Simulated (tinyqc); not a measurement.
# Off-state leakage of single and stacked transistors: what changes with what

n-channel devices of unit width. Subthreshold current I(Vg, Vs, Vd) = I0 (T/300 K)^0.5 exp[(Vg - Vs - VT(T) - gb (Vs - Vb) + dd (Vd - Vs))/(nf Vt)] (1 - exp(-(Vd - Vs)/Vt)), VT(T) = VT - cT (T - 300 K). Gate-edge tunnelling Ig (Vd/1 V) exp(ag (Vd - 1 V)), for a gate at 0 V, and band-to-band leakage Ab u exp(-Bb/u), u = Vd - Vb + 1 V, flow at a drain held at V; both are taken as independent of T. In a stack of off transistors (all gates at 0 V) the same subthreshold current passes through each.

Values chosen for this exercise; values of the order met in bulk silicon logic transistors:
```
symbol,value,unit,meaning
T,300,K,temperature
V,1.1,V,supply voltage
VT,0.31,V,"threshold at 300 K, zero drain and body bias"
cT,0.7,mV/K,fall of the threshold with temperature
I0,0.54,uA/um,current at threshold at 300 K
nf,1.44,,slope factor
dd,0.16,,drain-induced lowering per volt
gb,0.13,,rise of the threshold per volt of source-body bias
Ig,9e-5,uA/um,gate-edge tunnelling current at 1 V
ag,5.2,1/V,exponential slope of the gate current
Ab,9,uA/(um V),prefactor of band-to-band leakage at the drain
Bb,20,V,its exponential voltage
Vb,0,V,body voltage
```

Constants: q = 1.602176634e-19 C, kB = 1.380649e-23 J/K, Vt = kB T/q. Results are converted to the units shown.

Each table varies one quantity; the others keep the values above.

## Subthreshold current against the height of the stack

All n gates at 0 V, bottom source at 0 V, top drain at V; node voltages follow from equal currents.

Subthreshold current against the height of the stack:
```
n,I (nA/um),reduction factor,drain voltage of the bottom device (mV),source voltage of the top device (mV),voltage across the top device (V)
1,14.761,1.0000,1100.0,0,1.1000
2,0.21824,67.638,121.61,121.61,0.97839
3,0.094954,155.46,26.963,145.63,0.95437
4,0.060482,244.07,14.747,158.65,0.94135
5,0.044355,332.81,10.166,167.59,0.93241
6,0.035015,421.58,7.7613,174.42,0.92558
```

The second transistor cuts the current by a factor of 67.6, the third by a further 2.30 and the sixth by 1.27. The top device keeps 84.1 % of the supply at n = 6, while the drain voltage of the bottom one falls to 0.300 Vt.

## Leakage components against the supply voltage

Same model as above.

One transistor with Vg = Vs = 0, Vd = V; stack factor I(one)/I(two in series).

Results:
```
V (V),subthreshold (nA/um),gate edge (nA/um),band-to-band (nA/um),total (nA/um),stack factor,largest part
0.5,1.120,0.003342,0.02186,1.145,7.474,subthreshold
0.6,1.721,0.006746,0.05366,1.782,10.60,subthreshold
0.7,2.645,0.01324,0.1189,2.778,15.19,subthreshold
0.8,4.066,0.02545,0.2421,4.333,21.93,subthreshold
0.9,6.249,0.04816,0.4586,6.756,31.82,subthreshold
1,9.604,0.09000,0.8172,10.51,46.34,subthreshold
1.1,14.76,0.1665,1.381,16.31,67.64,subthreshold
1.2,22.69,0.3056,2.231,25.22,98.86,subthreshold
1.4,53.59,1.009,5.192,59.79,211.8,subthreshold
```

Estimate the missing row, V = 1.3 V.

Computed row:
```
V (V),subthreshold (nA/um),gate edge (nA/um),band-to-band (nA/um),total (nA/um),stack factor,largest part
1.3,34.87,0.5568,3.463,38.89,144.6,subthreshold
```

With this row back in the table: As V goes from 0.5 to 1.4, the total leakage rises from 1.15 to 59.8 nA/um. The subthreshold part leads at V = 0.5 and in all other rows. The reduction by a stack of two rises from 7.47 to 212, for the subthreshold part alone. For V = 1.3, 1.4 the gate is within about 3 nf Vt of threshold, where the exponential law overstates the current.

Program tinyqc, `OMP_NUM_THREADS=1 python tinyqc.py 2242252 2242253 out.jsonl`; Intel Xeon 2.30GHz, shared host, one thread, about 0.03 s.
